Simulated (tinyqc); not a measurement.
Illuminated p-n diode, drift-diffusion by the Gummel loop with Scharfetter-Gummel fluxes: one step of the calculation.

Abrupt junction at x = 0, p side from -Lp, n side to Ln, ohmic contacts. psi is counted from the intrinsic level; n = ni exp((psi - phin)/Vt), p = ni exp((phip - psi)/Vt). Contacts: p side psi = V - Vt ln(Na/ni), p = Na, n = ni^2/Na; n side psi = Vt ln(Nd/ni), n = Nd, p = ni^2/Nd. Constant mobilities, D = mu Vt, Boltzmann statistics, SRH recombination through a mid-gap level, U = (n p - ni^2)/(tp (n + ni) + tn (p + ni)). Current is positive from the p contact to the n contact.

Problem. Recombination and current. U_i as defined. J = Jn at the p contact + Jp at the n contact + q sum w_i U_i - q G sum w_i over the inner nodes, which avoids differences of large majority fluxes: Jn = (q mun Vt/h_0)[n_1 B(d_0) - n_0 B(-d_0)], Jp = (q mup Vt/h_last)[p_(N-1) B(d_last) - p_N B(-d_last)], d_i = (psi_(i+1) - psi_i)/Vt, B(d) = d/(exp(d) - 1), w_i = (h_(i-1) + h_i)/2.

Values chosen for this exercise; band and dielectric values those of a made-up semiconductor:
- T = 300 K (temperature)
- mun = 990 cm^2/(V s) (electron mobility)
- mup = 290 cm^2/(V s) (hole mobility)
- tn = 4e-8 s (SRH lifetime of electrons)
- tp = 1e-8 s (SRH lifetime of holes)
- G = 7e19 cm^-3 s^-1 (uniform generation rate)

Constants: q = 1.602176634e-19 C, kB = 1.380649e-23 J/K, Vt = kB T/q. Results are converted to the units shown.

```
node  x (nm)  converged psi (V)  converged n (cm^-3)  converged p (cm^-3)
0      -2700         0.05655343            1.4855369               2.6e16
1      -1340         0.05655374         2.3305131e10         2.6000023e16
2       -644         0.05655416         1.5825893e10         2.5999703e16
3       -292         0.05665377          7.0709776e9         2.5899756e16
4       -114         0.06485358          2.9597940e9         1.8860150e16
5        -23         0.21964575         9.6251207e11         4.7332614e13
6         23         0.43882734         4.6281132e15         1.0178300e10
7       90.3         0.49424275         3.9476794e16          2.7684126e9
8        189         0.49753755         4.4842723e16          6.9884664e9
9        332         0.49762691         4.4997982e16         1.2380769e10
10       543         0.49762807         4.5000005e16         1.6960580e10
11       850         0.49762809         4.5000016e16         1.6380827e10
12      1300         0.49762810               4.5e16           0.85831022
```

ni = 1.9652979e8 cm^-3

Give: U; Jn at the p contact; Jp at the n contact; recombination; generation; J.

Solution.

U, node 0 to 12 (cm^-3 s^-1): 0  5.826e17  3.956e17  1.768e17  7.399e16  2.394e19  1.018e18  2.768e17  6.988e17  1.238e18  1.696e18  1.638e18  0
Jn at the p contact = 7.027e-4 A/cm^2
Jp at the n contact = 4.372e-4 A/cm^2
recombination = 6.323e-5 A/cm^2
generation = 0.003471 A/cm^2
J = -0.002268 A/cm^2

tinyqc, about 0.8 s, one thread, Intel Xeon 2.30GHz (shared host): `OMP_NUM_THREADS=1 python tinyqc.py 2240148 2240149 out.jsonl`
